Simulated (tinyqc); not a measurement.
# Changing the length scale l

Model: sheet resistance and Hall data of a diffused or implanted layer. Computed by tinyqc, a small Python program. Command: `OMP_NUM_THREADS=1 python tinyqc.py 3016374 3016375 out.jsonl layer sweep`. One thread of a shared host (Intel(R) Xeon(R) Processor @ 2.30GHz), about 0.01 s of CPU time with the checks.

Carriers are taken equal to the net active doping down to the junction (full ionisation, which deep dopants in wide-gap hosts do not reach; no spill-over, no depletion), and the Hall factor is 1.

Inputs (values chosen for the exercise, modelled on silicon in GaN):
```
quantity                                 value        unit
mu_min                                    56.2  cm^2/(V s)
mu_max                                    1020  cm^2/(V s)
N_ref                                    2e+17      1/cm^3
exponent alpha                               1           -
peak concentration N_0                 4.4e+20      1/cm^3
background doping N_B (opposite type)  2.7e+15      1/cm^3
solubility limit N_s                   8.6e+19      1/cm^3
```

Profile: box. Activation: limited by solubility.

Constants: e = 1.602176634e-19 C.

Method:
- N(x) = N_0 down to x_j = l, dose N_0 l.
- Mobility mu = mu_min + (mu_max - mu_min)/(1 + (N_t/N_ref)^alpha), N_t = active doping + N_B; carriers n = active doping - N_B, active doping min(N, N_s).
- Integrals from x_0 (0 unless stated) to x_j by the midpoint rule on 400 even intervals: 1/R_s = e int n mu dx; sheet density n_s = int n dx; Hall sheet density (int n mu dx)^2/int n mu^2 dx; Hall mobility int n mu^2 dx/int n mu dx.
- Mean conductivity 1/(R_s x_j); mean mobility 1/(e n_s R_s).

One run for each value:
```
length scale l (nm)  sheet resistance R_s (ohm)  junction depth x_j (nm)  mean conductivity 1/(R_s x_j) (S/cm)
10                                       1242.0                       10                                805.15
18                                        690.0                       18                                805.15
33                                        376.4                       33                                805.15
59                                        210.5                       59                                805.15
110                                       112.9                      110                                805.15
200                                        62.1                      200                                805.15
350                                        35.5                      350                                805.15
640                                        19.4                      640                                805.15
```

Describe and explain the trends.

Over the rows, sheet resistance R_s (ohm) falls from 1240 to 19.4 (exponent d ln y / d ln x about -1.00 throughout); junction depth x_j (nm) rises from 10.0 to 640 (exponent d ln y / d ln x about 1.0 throughout); mean conductivity 1/(R_s x_j) (S/cm) does not change. The exponent of sheet resistance R_s stays at -1: the profile only stretches. The exponent of junction depth x_j stays at 1: the profile only stretches. The exponent of mean conductivity 1/(R_s x_j) stays at 0: Irvin's observation: 1/(R_s x_j) depends on the concentrations and the shape alone.
